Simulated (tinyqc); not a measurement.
Resistance of a tapered via with liner, size effect and interface: one step of the calculation.

A round via whose diameter grows from db at the bottom as D(z) = db + 2 z/tan(ang). The fill, of diameter D - 2 tl, starts above the bottom liner (thickness fb tl) and has rho = rho0 (1 + ks lam/(D - 2 tl)); the sidewall liner conducts in parallel with it. The bottom liner and the interface are crossed over the full area pi db^2/4. Spreading in the lines above and below is left out.

Question. Slices of the via. Slices between z0 = fb tl and hv, evaluated at their midpoints: conductance per length pi/4 [(D - 2 tl)^2/rho + (D^2 - (D - 2 tl)^2)/rl], slice resistance = slice height over that. 9 slices.

Inputs (values chosen for the exercise); fill metal close to copper: diameter at the bottom db = 54 nm; height hv = 200 nm; sidewall angle ang = 87 degrees; bulk resistivity of the fill rho0 = 1.72 uohm cm; mean free path of the fill lam = 40 nm; size-effect factor ks = 0.9; liner on the sidewall tl = 2.3 nm; liner at the bottom over that on the sidewall fb = 0.7; resistivity of the liner rl = 220 uohm cm.

Find: z; D; rho; slice resistance.

Answer.

| slice | z (nm) | D (nm) | rho (uohm cm) | slice resistance (ohm) |
|---|---|---|---|---|
| 0 | 12.63 | 55.32 | 2.941 | 0.3200 |
| 1 | 34.67 | 57.63 | 2.888 | 0.2875 |
| 2 | 56.72 | 59.94 | 2.839 | 0.2595 |
| 3 | 78.76 | 62.26 | 2.794 | 0.2354 |
| 4 | 100.8 | 64.57 | 2.753 | 0.2144 |
| 5 | 122.8 | 66.88 | 2.714 | 0.1961 |
| 6 | 144.9 | 69.19 | 2.679 | 0.1799 |
| 7 | 166.9 | 71.50 | 2.646 | 0.1656 |
| 8 | 189.0 | 73.81 | 2.615 | 0.1530 |

Program tinyqc, `OMP_NUM_THREADS=1 python tinyqc.py 2750128 2750129 out.jsonl`; Intel Xeon 2.30GHz, shared host, one thread, about 0.01 s.
